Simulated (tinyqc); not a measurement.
# Worked calculation: reverse leakage of an n+-p junction: diffusion, generation, trap-assisted and band-to-band tunnelling

Computed by the program tinyqc: `OMP_NUM_THREADS=1 python tinyqc.py 2290056 2290057 out.jsonl`, one thread of a shared Intel Xeon 2.30GHz, about 0.01 s for the whole run. Printed values are rounded; ~0 in a residual or rate marks an entry under 1e-11 of the largest of its column.

One-sided abrupt junction in the depletion approximation, x from the junction (0) to W on the p side, field F = F0 (1 - x/W). Flat quasi-Fermi levels, long p side. Traps generate through SRH with both lifetimes shortened by 1 + Gamma (Hurkx enhancement, form for moderate fields); band-to-band generation is local and needs a total bending above Eg.

Parameters, values chosen for the exercise; band and dielectric values close to those of silicon: temperature T = 358 K; band gap Eg = 1.11 eV; relative permittivity eps_r = 11.5; conduction-band density of states at T Nc = 3.72e19 cm^-3; valence-band density of states at T Nv = 3.51e19 cm^-3; acceptor density of the lighter side Na = 1.8e17 cm^-3; donor density of the heavier side Nd = 1e20 cm^-3; SRH lifetime of both carriers at zero field tau = 6e-9 s; trap level above the intrinsic level Et = 0 eV; tunnelling mass mt = 0.25 m0; electron diffusion coefficient on the lighter side Dn = 4.8 cm^2/s; band-to-band prefactor Ab = 4.4e14 cm^-0.5 V^-2.5 s^-1; band-to-band field constant Bb = 1.81e7 V/cm; reverse bias VR = 0.9 V.

Constants: q = 1.602176634e-19 C, kB = 1.380649e-23 J/K, hbar = 1.054571817e-34 J s, m0 = 9.1093837015e-31 kg, Vt = kB T/q, eps0 = 8.8541878128e-14 F/cm where lengths are in cm. Results are converted to the units shown.

Range of the model: The n+ side is degenerate, so Vbi from Boltzmann statistics is only a guide.

## Field, scales and diffusion current

ni = sqrt(Nc Nv) exp(-Eg/(2 Vt)), Eg in volts; Vbi = Vt ln(Na Nd/ni^2); W = sqrt(2 eps0 eps_r (Vbi + VR)/(q Na)); F0 = 2 (Vbi + VR)/W; FG = sqrt(24 mt m0 (kB T)^3)/(q hbar); J_diff = q ni^2 sqrt(Dn/tau)(1 - exp(-VR/Vt))/Na.

ni = 5.55726e11 cm^-3
Vbi = 0.977834 V
W = 115.153 nm
F0 = 326.146 kV/cm
FG = 480.821 kV/cm
J_diff = 7.77508e-9 A/cm^2

## Generation rates across the layer

u = (Vbi + VR)(1 - x/W)^2, p = Na exp(-u/Vt), n = Nd exp((u - Vbi - VR)/Vt); G0 = ni^2 (1 - exp(-VR/Vt))/(tau (n + p + 2 ni cosh(Et/Vt))); Gamma = 2 sqrt(3 pi)(F/FG) exp((F/FG)^2); trap-assisted part G0 Gamma; G_bb = Ab F^2.5 exp(-Bb/F) with F in V/cm, zero unless Vbi + VR > Eg. 12 equal steps.

| point | x (nm) | F (kV/cm) | Gamma | G0 (cm^-3 s^-1) | G0 Gamma (cm^-3 s^-1) | G_bb (cm^-3 s^-1) |
|---|---|---|---|---|---|---|
| 0 | 0.000 | 326.146 | 6.59805 | 5.14720e11 | 3.39615e12 | 21139.3 |
| 1 | 9.596 | 298.967 | 5.61967 | 8.58635e15 | 4.82525e16 | 109.532 |
| 2 | 19.192 | 271.788 | 4.77725 | 2.64222e19 | 1.26225e20 | 0.202656 |
| 3 | 28.788 | 244.609 | 4.04627 | 4.62992e19 | 1.87339e20 | 9.52316e-5 |
| 4 | 38.384 | 217.431 | 3.40653 | 4.63105e19 | 1.57758e20 | ~0 |
| 5 | 47.980 | 190.252 | 2.84123 | 4.63030e19 | 1.31557e20 | ~0 |
| 6 | 57.577 | 163.073 | 2.33625 | 4.45354e19 | 1.04046e20 | ~0 |
| 7 | 67.173 | 135.894 | 1.87964 | 8.96139e18 | 1.68442e19 | ~0 |
| 8 | 76.769 | 108.715 | 1.46108 | 2.46178e17 | 3.59686e17 | ~0 |
| 9 | 86.365 | 81.536 | 1.07158 | 1.28348e16 | 1.37535e16 | ~0 |
| 10 | 95.961 | 54.358 | 0.703062 | 1.55096e15 | 1.09042e15 | ~0 |
| 11 | 105.557 | 27.179 | 0.348178 | 4.36389e14 | 1.51941e14 | ~0 |
| 12 | 115.153 | 0.000 | 0 | 2.85954e14 | 0 | 0 |

## Current components

Each current is q times the trapezoid sum of its rate; J adds J_diff; J_bb under 1e-8 of the sum is given as 0.

J_SRH = 3.36860e-5 A/cm^2
J_TAT = 1.11342e-4 A/cm^2
J_bb = 0 A/cm^2
J = 1.45036e-4 A/cm^2

A fine grid gives J = 1.436e-4 A/cm^2; the coarse sum is 0.97 % above it. On the fine grid the largest part is trap-assisted tunnelling (76.6 %). The simple estimate q ni W/(2 tau cosh(Et/Vt)) is 2.54 times the fine-grid J_SRH of 3.361e-5 A/cm^2, since near both edges n or p is large enough to quench generation.
